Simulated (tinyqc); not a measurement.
Strain as a design knob: strained quantum well: band edges, subbands and transparency.

Growth on (001), barriers unstrained: tr(e) = e (2 - nu2), Z = b e (1 + nu2); Ec = Ev + Eg + ac tr(e), E_HH = Ev + av tr(e) + Z, E_LH = Ev + av tr(e) - Z (coupling to the split-off band left out).

Masses along z: me, 1/(g1 - 2 g2) for HH, 1/(g1 + 2 g2) for LH, likewise in the barrier; in the plane me, 1/(g1 + g2) for HH and 1/(g1 - g2) for LH (no mixing, which understates the hole masses away from k = 0). Level n solves k L + 2 atan[(k/m)/(kappa/mb)] = n pi, k = sqrt(m E/c), kappa = sqrt(mb (V - E)/c), c = hbar^2/2m0.

Transparency (Bernard-Duraffourg): Fc - Fv equals the lowest transition energy with n = p, n = sum m/(2 pi c) kB T ln(1 + exp((Fc - E)/kB T)) and p likewise over the listed subbands; c = hbar^2/2m0, 1/angstrom^2 = 1e16/cm^2.

Constants: hbar^2/2m0 = 3.80998211 eV angstrom^2; kB = 8.617333262e-05 eV/K; hc = 1239.841984 eV nm.

Parameters, chosen for this exercise (near those of an InGaAs/InP well; shifted at random, so the results belong to these values and not to a real crystal): nu2 = 0.982 (2 C12/C11); Eg = 0.836 eV (unstrained gap of the well); Ev = -0.617 eV (its valence edge); ac = -6.27 eV; av = 1.09 eV (Ev moves by av tr(e)); b = -1.91 eV (shear potential); Egb = 1.351 eV (gap of the barrier); Evb = -0.94 eV (its valence edge); L = 94 angstrom (well width); me = 0.0472 m0 (electron mass); g1 = 12.58 (gamma1); g2 = 4.83 (gamma2); meb = 0.08 m0; g1b = 5.08; g2b = 1.6; T = 300 K (temperature); es = (-0.02, -0.014, -0.008, -0.003, 0, 0.003, 0.007, 0.012) (strains).

Only the strain is changed; the unstrained gap and the masses are kept.

Results:

| e (%) | wavelength (nm) | top hole | hh1 - lh1 (meV) | n_tr (1e12/cm^2) | share in top |
|---|---|---|---|---|---|
| -2.0 | 1315 | hh1 | 177 | 0.466 | 0.68 |
| -1.4 | 1339 | hh1 | 133 | 0.493 | 0.67 |
| -0.8 | 1366 | hh1 | 89 | 0.492 | 0.64 |
| -0.3 | 1390 | hh1 | 53 | 0.524 | 0.55 |
| 0.0 | 1405 | hh1 | 31 | 0.572 | 0.44 |
| 0.3 | 1421 | hh1 | 8 | 0.656 | 0.32 |
| 0.7 | 1480 | lh1 | -21 | 0.638 | 0.76 |
| 1.2 | 1581 | lh1 | -58 | 0.587 | 0.92 |

n_tr is largest at e = +0.3 % (0.66), where hh1 - lh1 = 8 meV and the top subband holds 32 % of the holes, and smallest, 0.47, at -2.0 %. The top hole level turns from hh to lh, and the light from TE to TM, between +0.3 and +0.7 %. The wavelength runs from 1315 to 1581 nm.

(tinyqc, `OMP_NUM_THREADS=1 python tinyqc.py 1282159 1282160 out.jsonl`, Intel(R) Xeon(R) Processor @ 2.30GHz, 1 thread, shared host, about 0.01 s.)
